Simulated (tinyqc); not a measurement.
Inside a calculation. Method: empirical pseudopotential in a few plane waves. Computed by tinyqc, a small Python program that keeps every step. Settings: plane-wave index or count = 15. Command: `OMP_NUM_THREADS=1 python tinyqc.py 28601 28602 out.jsonl` (the two numbers bound the seeds that draw the settings). One thread of a shared host (Intel(R) Xeon(R) Processor @ 2.60GHz), about 0.2 s of CPU time with the checks.

## Bloch Hamiltonian at G

Parameters chosen for this model: fcc lattice, atoms at +/- a/8 (1,1,1); form factors in rydberg at |G|^2 in units of (2 pi/a)^2:
```
parameter                 value      unit
a                      5.520000  angstrom
VS(3)                 -0.247000        Ry
VS(8)                  0.013000        Ry
VS(11)                 0.056000        Ry
VA(3)                  0.102000        Ry
VA(4)                  0.091000        Ry
VA(11)                 0.020000        Ry
hbar^2/2m (2 pi/a)^2   4.936334        eV
```

k point G (2 pi / a): 0  0  0

Basis: the 15 shortest G (labels in 2 pi/a), the same at every k. H(G,G') = c |k + G|^2 delta + VS(|G-G'|^2) cos((G-G').tau) + i VA sin((G-G').tau), tau = a/8 (1,1,1); 1 Ry = 13.605693 eV.

H(k) at G (eV):
```
                     +0+0+0               -1-1-1               -1-1+1               -1+1-1
+0+0+0             0.000000   2.376307+0.981309i  -2.376307+0.981309i  -2.376307+0.981309i
-1-1-1   2.376307-0.981309i            14.809001   0.000000-1.238118i   0.000000-1.238118i
-1-1+1  -2.376307-0.981309i   0.000000+1.238118i            14.809001             0.176874
-1+1-1  -2.376307-0.981309i   0.000000+1.238118i             0.176874            14.809001
-1+1+1  -2.376307+0.981309i            -0.176874   0.000000+1.238118i   0.000000+1.238118i
+1-1-1  -2.376307-0.981309i   0.000000+1.238118i             0.176874             0.176874
+1-1+1  -2.376307+0.981309i            -0.176874   0.000000+1.238118i             0.000000
+1+1-1  -2.376307+0.981309i            -0.176874             0.000000   0.000000+1.238118i
+1+1+1   2.376307+0.981309i             0.000000            -0.176874            -0.176874
-2+0+0   0.000000-1.238118i  -2.376307+0.981309i  -2.376307-0.981309i  -2.376307-0.981309i
+0-2+0   0.000000-1.238118i  -2.376307+0.981309i  -2.376307-0.981309i   0.538758-0.192414i
+0+0-2   0.000000-1.238118i  -2.376307+0.981309i   0.538758-0.192414i  -2.376307-0.981309i
+0+0+2   0.000000+1.238118i  -0.538758-0.192414i   2.376307+0.981309i  -0.538758+0.192414i
+0+2+0   0.000000+1.238118i  -0.538758-0.192414i  -0.538758+0.192414i   2.376307+0.981309i
+2+0+0   0.000000+1.238118i  -0.538758-0.192414i  -0.538758+0.192414i  -0.538758+0.192414i

                     -1+1+1               +1-1-1               +1-1+1               +1+1-1
+0+0+0  -2.376307-0.981309i  -2.376307+0.981309i  -2.376307-0.981309i  -2.376307-0.981309i
-1-1-1            -0.176874   0.000000-1.238118i            -0.176874            -0.176874
-1-1+1   0.000000-1.238118i             0.176874   0.000000-1.238118i             0.000000
-1+1-1   0.000000-1.238118i             0.176874             0.000000   0.000000-1.238118i
-1+1+1            14.809001             0.000000             0.176874             0.176874
+1-1-1             0.000000            14.809001   0.000000-1.238118i   0.000000-1.238118i
+1-1+1             0.176874   0.000000+1.238118i            14.809001             0.176874
+1+1-1             0.176874   0.000000+1.238118i             0.176874            14.809001
+1+1+1   0.000000+1.238118i            -0.176874   0.000000+1.238118i   0.000000+1.238118i
-2+0+0   2.376307-0.981309i   0.538758-0.192414i  -0.538758-0.192414i  -0.538758-0.192414i
+0-2+0  -0.538758-0.192414i  -2.376307-0.981309i   2.376307-0.981309i  -0.538758-0.192414i
+0+0-2  -0.538758-0.192414i  -2.376307-0.981309i  -0.538758-0.192414i   2.376307-0.981309i
+0+0+2  -2.376307+0.981309i  -0.538758+0.192414i  -2.376307+0.981309i   0.538758+0.192414i
+0+2+0  -2.376307+0.981309i  -0.538758+0.192414i   0.538758+0.192414i  -2.376307+0.981309i
+2+0+0   0.538758+0.192414i   2.376307+0.981309i  -2.376307+0.981309i  -2.376307+0.981309i

                     +1+1+1               -2+0+0               +0-2+0               +0+0-2
+0+0+0   2.376307-0.981309i   0.000000+1.238118i   0.000000+1.238118i   0.000000+1.238118i
-1-1-1             0.000000  -2.376307-0.981309i  -2.376307-0.981309i  -2.376307-0.981309i
-1-1+1            -0.176874  -2.376307+0.981309i  -2.376307+0.981309i   0.538758+0.192414i
-1+1-1            -0.176874  -2.376307+0.981309i   0.538758+0.192414i  -2.376307+0.981309i
-1+1+1   0.000000-1.238118i   2.376307+0.981309i  -0.538758+0.192414i  -0.538758+0.192414i
+1-1-1            -0.176874   0.538758+0.192414i  -2.376307+0.981309i  -2.376307+0.981309i
+1-1+1   0.000000-1.238118i  -0.538758+0.192414i   2.376307+0.981309i  -0.538758+0.192414i
+1+1-1   0.000000-1.238118i  -0.538758+0.192414i  -0.538758+0.192414i   2.376307+0.981309i
+1+1+1            14.809001  -0.538758-0.192414i  -0.538758-0.192414i  -0.538758-0.192414i
-2+0+0  -0.538758+0.192414i            19.745335             0.176874             0.176874
+0-2+0  -0.538758+0.192414i             0.176874            19.745335             0.176874
+0+0-2  -0.538758+0.192414i             0.176874             0.176874            19.745335
+0+0+2  -2.376307-0.981309i            -0.176874            -0.176874             0.000000
+0+2+0  -2.376307-0.981309i            -0.176874             0.000000            -0.176874
+2+0+0  -2.376307-0.981309i             0.000000            -0.176874            -0.176874

                     +0+0+2               +0+2+0               +2+0+0
+0+0+0   0.000000-1.238118i   0.000000-1.238118i   0.000000-1.238118i
-1-1-1  -0.538758+0.192414i  -0.538758+0.192414i  -0.538758+0.192414i
-1-1+1   2.376307-0.981309i  -0.538758-0.192414i  -0.538758-0.192414i
-1+1-1  -0.538758-0.192414i   2.376307-0.981309i  -0.538758-0.192414i
-1+1+1  -2.376307-0.981309i  -2.376307-0.981309i   0.538758-0.192414i
+1-1-1  -0.538758-0.192414i  -0.538758-0.192414i   2.376307-0.981309i
+1-1+1  -2.376307-0.981309i   0.538758-0.192414i  -2.376307-0.981309i
+1+1-1   0.538758-0.192414i  -2.376307-0.981309i  -2.376307-0.981309i
+1+1+1  -2.376307+0.981309i  -2.376307+0.981309i  -2.376307+0.981309i
-2+0+0            -0.176874            -0.176874             0.000000
+0-2+0            -0.176874             0.000000            -0.176874
+0+0-2             0.000000            -0.176874            -0.176874
+0+0+2            19.745335             0.176874             0.176874
+0+2+0             0.176874            19.745335             0.176874
+2+0+0             0.176874             0.176874            19.745335
```

## Levels at G

Diagonalise the Hermitian matrix.

eigenvalues (eV): -4.685624  10.032902  10.032902  10.032902  11.333031  15.374225  15.374225  15.374225  19.391587  19.391587  19.509495  23.602461  23.602461  23.602461  24.975175

## Bands along a path

The same steps at evenly spaced points between the labelled ones.

Bands along the path (eV), lowest eight:
```
k            band 1     band 2     band 3     band 4     band 5     band 6     band 7     band 8
L         -3.023454   4.300551   9.551846   9.551846  12.481089  15.832267  15.832267  19.076331
L-G 0.20  -3.443765   4.840639   9.486507   9.486507  12.461850  15.816952  15.816952  19.037847
L-G 0.40  -3.916971   5.886216   9.567640   9.567640  12.632352  15.956903  15.956903  17.819554
L-G 0.60  -4.324398   7.278619   9.749167   9.749167  12.790173  15.925909  15.925909  16.140949
L-G 0.80  -4.592653   8.854430   9.944910   9.944910  12.278629  15.362945  15.575930  15.575930
G         -4.685624  10.032902  10.032902  10.032902  11.333031  15.374225  15.374225  15.374225
G-X 0.20  -4.561605   8.806769   9.744869   9.744869  12.684686  14.786378  15.921361  15.921361
G-X 0.40  -4.203065   7.300205   9.159953   9.159953  13.596971  14.342075  17.199192  17.272175
G-X 0.60  -3.656252   5.986337   8.637935   8.637935  12.779835  13.981769  18.363505  19.046782
G-X 0.80  -3.018889   4.956570   8.349843   8.349843  12.195063  13.285692  20.714188  21.076975
X         -2.463680   4.381268   8.368258   8.368258  12.009372  13.108961  23.314346  23.331912
```

With 4 band(s) filled, the highest filled level on these points lies at G and the lowest empty one at G: a gap of 1.3001 eV, direct. This holds for the small fixed basis; with all plane waves up to |k + G|^2 = 21 (2 pi/a)^2 the gap along the path is 1.47 eV.

## Convergence with the number of plane waves

Levels at G counted from the fourth one.

Levels (eV):
```
plane waves     level 1   level 5   level 8
9            -16.751158  1.031002  2.476236
15           -14.718526  1.300128  5.341323
27           -13.773304  1.484991  5.722221
51           -13.409674  1.410373  5.982827
59           -13.362699  1.456058  5.816888
65           -13.353905  1.453335  5.797294
89           -13.344562  1.458156  5.801715
```
